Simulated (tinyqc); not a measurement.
Worked calculation: overlap of hydrogenic dopants: pairs, impurity band and the Mott density. Values are carried at full precision from step to step, so a last printed digit may differ when a step is redone from the rounded ones.

Ry* = Ry m/eps^2, aB = a0 eps/m. For 1s orbitals a distance rho = R/aB apart, in Ry*: overlap S = exp(-rho)(1 + rho + rho^2/3), J = (2/rho)(1 - (1 + rho) exp(-2 rho)) (attraction to the other ion), Kx = 2 (1 + rho) exp(-rho) (exchange of one electron). One electron on a pair has E = -1 - (J +/- Kx)/(1 +/- S), without the repulsion 2/rho of the ions. Hopping after orthogonalisation: t = (Kx - S J)/(1 - S^2), half the splitting. Dopants on a lattice with z neighbours, n = (3 sqrt3/4)/R^3 (bcc), give a band of width B = 2 z t, as on any lattice of two interpenetrating sublattices. Valleys, central cells and disorder are left out.

Constants: Ry = 13.60569312 eV; a0 (Bohr radius) = 0.5291772105 angstrom; hbar = 6.58211957e-16 eV s.

Values chosen for the exercise (an isotropic mass and dielectric constant of the size used for donors in Si; the results hold for these values, not for the real material):
```
symbol  value   unit    meaning
m       0.284   m0      mass
eps     11.7            dielectric constant
N       0.0046  1/aB^3  dopant density
rho     3.7     aB      distance of a pair
u       0.945   Ry*     cost of a second electron on one dopant
z       8               neighbours in the dopant lattice
```

## Scales

Form Ry*, aB, and the density N in 1/cm^3 (1/angstrom^3 = 1e24/cm^3).

Ry* = 28.227 meV
aB = 21.801 angstrom
density = 4.440e+17 1/cm^3

## A pair with one electron

Form S, J, Kx, the two levels, t, and the total energy of the lower state with the repulsion, relative to a distant pair (-1).

S, J, Kx: [0.22902, 0.53899, 0.23240]

levels (Ry*): even -1.62764, odd -1.39766

t = 0.11499 Ry*
energy of the pair against a distant one (negative: bound) = -0.08710 Ry*

In this host the pair is 8.1 nm long and its splitting 2t is 6.49 meV.

## The pair with two electrons (two-site Hubbard model)

t is the hopping between the two dopants. Singlet at (u - sqrt(u^2 + 16 t^2))/2 below the triplet at 0; estimate 4 t^2/u; weight of double occupancy (1 - u/sqrt(u^2 + 16 t^2))/2; swap time pi hbar/Jx with Jx the splitting in eV. t and u are in units of Ry*.

singlet-triplet splitting (meV): exact 1.496, 4 t^2/u 1.580

double occupancy = 0.0504
swap time = 1.38 ps

The estimate is 5.6 % too high at 4t/u = 0.49.

## The impurity band at this density

Form R/aB, t, B = 2 z t and N^(1/3) aB. Two estimates of the gap between the Hubbard bands: u - B (rigid bands, closing at B = u) and the Hubbard-III rule, which closes at B = (2/sqrt3) u; give B/u.

R/aB = 6.5608
t = 0.01196 Ry*

B: in Ry* 0.191, in meV 5.400

N^(1/3) aB = 0.1663
B/u = 0.202

Both rules leave a gap: an insulator at T = 0. Mott's screening rule, N^(1/3) aB = 0.26, puts this density on the insulating side.

## Checks

- Overlap S against numerical integration in elliptic coordinates: both 0.22902.

Run: tinyqc, `OMP_NUM_THREADS=1 python tinyqc.py 1451451 1451452 out.jsonl`; Intel(R) Xeon(R) Processor @ 2.30GHz, one thread, shared host; about 0.01 s of CPU time with all checks.
